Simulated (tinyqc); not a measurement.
Ion implantation: universal nuclear stopping, Lindhard-Scharff electronic stopping and a Gaussian range profile: one step, computed by the program tinyqc. Command: `OMP_NUM_THREADS=1 python tinyqc.py 3031860 3031861 out.jsonl implant walk`. One thread of a shared host (Intel(R) Xeon(R) Processor @ 2.30GHz), about 0.09 s of CPU time with the checks.

An ion slows by elastic collisions with screened nuclei and by friction with electrons; channelling is ignored and the target is uniform.

Problem. Tilt and screen. Depths scale with cos(tilt): R_p cos and dR_p cos (lateral straggle ignored); the screen stops like the target. Fraction in the substrate = (1/2) erfc((d - R_p cos)/(sqrt2 dR_p cos)); peak depth below the screen = R_p cos - d.

Inputs (values chosen for the exercise, modelled on germanium ions in silicon): tilt angle = 30 degrees; screen thickness d = 16 nm.

Follow-up: tilt and screen oxide.

projected range R_p = 20.05574 nm

straggle dR_p = 5.971124 nm

Give: fraction in the substrate; peak depth below the screen.

Solution.

fraction in the substrate = 0.60438

peak depth below the screen = 1.3688 nm

40 % of the dose does not reach the substrate.
